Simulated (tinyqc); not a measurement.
# X-ray reflectivity of a thin film on silicon: critical angles, Parratt recursion, fringes and roughness, step by step

A worked calculation. Computed by tinyqc, a small Python program that keeps every step. Command: `OMP_NUM_THREADS=1 python tinyqc.py 3120574 3120575 out.jsonl xrr walk`. One thread of a shared host (Intel(R) Xeon(R) Processor @ 2.30GHz), about 0.01 s of CPU time with the checks. Intermediate numbers are printed to about 7 digits and carried at full precision; extremes and crossings named in words are read from the listed rows.

n = 1 - delta + i beta; the classical electron radius is r_e = 2.8179403e-6 nm. Layer 0 is vacuum, 1 the film, 2 the substrate.

Inputs (values chosen for the exercise, modelled on SiO2 on silicon, copper K-alpha radiation):
```
quantity                                        value     unit
wavelength lambda                             0.15406       nm
film density rho                                 2.17   g/cm^3
effective electrons per unit mass, film         0.498    mol/g
beta/delta, film                                0.013        -
film thickness d                                 49.3       nm
roughness of the surface sigma_1                 0.78       nm
roughness of the interface sigma_2               0.54       nm
substrate density                                2.33   g/cm^3
effective electrons per unit mass, substrate    0.507    mol/g
beta/delta, substrate                           0.023        -
grazing angle theta                               2.4  degrees
```

Constants: N_A = 6.02214076e+23 1/mol.

## Optical constants

delta = r_e lambda^2 rho_e/(2 pi), rho_e = density x electrons per mass x N_A; critical angle sqrt(2 delta), q_c = 4 sqrt(pi r_e rho_e).

Constants:
```
layer      rho_e (1/nm^3)         delta          beta  critical angle (degrees)  q_c (1/nm)
film             650.7887  6.927423e-06  9.005649e-08                 0.2132669   0.3036133
substrate        711.4015  7.572626e-06  1.741704e-07                 0.2229774   0.3174375
```

Film and substrate have nearly the same electron density, so the fringes are weak.

## Critical angle of the film

The formulas are those given above.

critical angle of the film = 0.2132669 degrees

## Reflectivity at one angle

k_j = (2 pi/lambda) sqrt(sin^2 theta - 2 delta_j + 2 i beta_j); r_ij = (k_i - k_j)/(k_i + k_j) x exp(-2 k_i k_j sigma^2) (Nevot-Croce); r = (r_01 + r_12 p)/(1 + r_01 r_12 p), p = exp(2 i k_1 d); R = |r|^2.

k_0, k_1, k_2 (1/nm): 1.707857  1.701097+0.000088i  1.700466+0.000170i

1000 r_01 = 0.05781892-0.00076522i

1000 r_12 = 0.03432987-0.00448978i

p = -0.3371720-0.9322553i

reflectivity R = 2.745807e-09

q = 4 pi sin(theta)/lambda = 3.415715 1/nm

## Fringe period, contrast and decay

Far above the critical angle the period is d theta = lambda/(2 d), or 2 pi/d in q; the envelope runs between (|r_01| - |r_12 p|)^2 and (|r_01| + |r_12 p|)^2; contrast = 2 a b/(a^2 + b^2) with a = |r_01|, b = |r_12 p|; roughness factors on the amplitudes are about exp(-q^2 sigma^2/2).

period in theta = 0.08952320 degrees

period in q = 0.1274480 1/nm

contrast = 0.8778550

roughness factor, surface = 0.02874954

roughness factor, interface = 0.1824892

## Thickness from the minima

Minima of R theta^4 are located on 6001 points over 7.5 periods, from 1.15 times the larger critical angle. With refraction, sin^2(theta_m) = 2 delta + m^2 (lambda/(2 d))^2, m integer or half-integer; the first six minima are used, and the first order is the one that minimises the largest residual of the least-squares line plus the distance of its intercept from 2 delta. Without refraction, d = lambda/(2 x mean step of sin theta).

Minima:
```
order m  theta (degrees)   sin^2 theta
2.5            0.3120403  2.966005e-05
3.5            0.3818684  4.441972e-05
4.5            0.4586346  6.407358e-05
5.5            0.5394293  8.863615e-05
6.5            0.6226858  1.181070e-04
7.5            0.7075091  1.524743e-04
```

d with refraction = 49.15069 nm

d without refraction = 55.80311 nm

Against d = 49.3 nm the errors are -0.30 % with and +13.19 % without refraction. The orders are half-integers, as r_01 and r_12 have the same sign for a film less dense than the substrate.

## Which roughness does what

R is averaged over one period above each angle (64 points); contrast = (max - min)/(max + min) of R theta^4 over that period. Cases: smooth; only sigma_1; only sigma_2; both.

Mean R and contrast:
```
theta (degrees)      R smooth   contrast    R, sigma_1  contrast, sigma_1    R, sigma_2  contrast, sigma_2       R, both  contrast, both
0.8              2.776874e-04  0.1911948  1.213092e-04          0.3347742  2.769505e-04          0.1570462  1.205054e-04       0.2846430
1.2              5.604581e-05  0.1850201  8.897603e-06          0.4049865  5.581725e-05          0.1185220  8.658644e-06       0.2790193
1.8              1.150317e-05  0.1856271  2.872533e-07          0.9664722  1.139824e-05          0.0709036  1.968173e-07       0.5845092
2.5              3.156462e-06  0.1854967  2.910076e-08          0.3863111  3.120572e-06          0.0282927  1.884162e-09       0.9731195
3.5              8.328794e-07  0.1854391  7.223866e-09          0.0103917  8.252400e-07          0.0048777  4.736247e-12       0.4600873
```

At 2.5 degrees sigma_1 alone multiplies the mean R by 0.0092 and sigma_2 alone by 0.99; the contrast goes from 0.19 (smooth) to 0.39 and 0.03.

Checks made by the program: smooth bare substrate far above q_c against (q_c/2q)^4 (relative difference 1e-03).
